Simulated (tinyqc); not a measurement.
From results back to parameters: Wannier exciton and Elliott formula. Four cases, with inputs chosen for the exercise.

Problem. Bulk exciton lines lie at Eg - Ry*/n^2 with Ry* = Ry mu/eps^2. Lines n = 1 and 2 were computed from hidden Eg and mu.

Constants: Ry = 13.60569312 eV; a0 (Bohr radius) = 0.5291772105 angstrom.
Find: Ry*; Eg; mu; a* = a0 eps/mu.

Method. The spacing is Ry* (1/1 - 1/4).

Case 1.

Values chosen (out of a larger set: near those of ZnSe; not measured data): eps = 8.8 (dielectric constant).

lines (eV): 2.768017  2.783004

Solution.

Ry* = 19.98 meV
Eg = 2.7880 eV
mu = 0.114 m0
a* = a0 eps/mu = 41 angstrom

Case 2.

Values chosen (out of a larger set: near those of ZnSe; not measured data): eps = 8.8 (dielectric constant).

lines (eV): 2.742972  2.758743

Solution.

Ry* = 21.03 meV
Eg = 2.7640 eV
mu = 0.120 m0
a* = a0 eps/mu = 39 angstrom

Case 3.

Values chosen (out of a larger set: near those of GaN; not measured data): eps = 9.3 (dielectric constant).

lines (eV): 3.445760  3.465440

Solution.

Ry* = 26.24 meV
Eg = 3.4720 eV
mu = 0.167 m0
a* = a0 eps/mu = 30 angstrom

Case 4.

Values chosen (out of a larger set: near those of GaN; not measured data): eps = 9.4 (dielectric constant).

lines (eV): 3.559925  3.577981

Solution.

Ry* = 24.07 meV
Eg = 3.5840 eV
mu = 0.156 m0
a* = a0 eps/mu = 32 angstrom

Computed by tinyqc, one run a case: `OMP_NUM_THREADS=1 python tinyqc.py N N+1 out.jsonl` with N = 1282476, 1282521, 1282654, 1282660; one thread of a shared Intel(R) Xeon(R) Processor @ 2.30GHz, about 0.02 s a run at most.
